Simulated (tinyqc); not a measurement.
Inside a calculation. Method: harmonic frequencies on the RHF/sto-3g surface (energies and gradients from PySCF), for H3+, spin multiplicity 1. One step of it, computed by the program tinyqc.

Task: One row of the Hessian: 3Hy. Displace 3Hy by +/-0.005 bohr; H(k, :) = (g(+) - g(-)) / (2 delta).

optimised positions (bohr):
```
            x          y          z
1H  -0.075907  -0.144156  -0.187579
2H   0.000389   0.018578   1.630745
3H   0.003708   1.512636   0.578841
```

gradient at +delta (hartree/bohr):
```
              x            y            z
1H  -0.00003601  -0.00063263  -0.00043691
2H   0.00000521  -0.00050369   0.00051434
3H   0.00003080   0.00113632  -0.00007743
```

gradient at -delta (hartree/bohr):
```
              x            y            z
1H   0.00003596   0.00063080   0.00043411
2H  -0.00000505   0.00049931  -0.00050960
3H  -0.00003091  -0.00113011   0.00007549
```

Give: row of the Hessian.

Result:

row of the Hessian (hartree/bohr^2): 1Hx -0.00720, 1Hy -0.12634, 1Hz -0.08710, 2Hx 0.00103, 2Hy -0.10030, 2Hz 0.10239, 3Hx 0.00617, 3Hy 0.22664, 3Hz -0.01529
